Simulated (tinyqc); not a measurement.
# Density and mobility of a removed layer (differential Hall)

Question. For layers in parallel the sheet conductance g = 1/Rs and the product g mu_H (mu_H signed, unit Hall factors) are additive. Find the sheet density and mobility of the layer that was removed, and its share of the conductance.

Constants: q = 1.602176634e-19 C. Results are converted to the units shown.

Rs before and after removing the top layer (ohm/square): 4927.7276  5095.1094
apparent mobility before and after, signed (cm^2/(V s)): -31.977665  -35

Solution. The differences give g1 = q n mu and g1 mu = q n mu^2; their ratio is mu and g1^2/(q g1 mu) is n.

sheet density = 7.30e11 cm^-2
mobility = 57.0 cm^2/(V s)
share of the conductance = 3.29 %

tinyqc, about 0.02 s, one thread, Intel Xeon 2.30GHz (shared host): `OMP_NUM_THREADS=1 python tinyqc.py 2850118 2850119 out.jsonl`
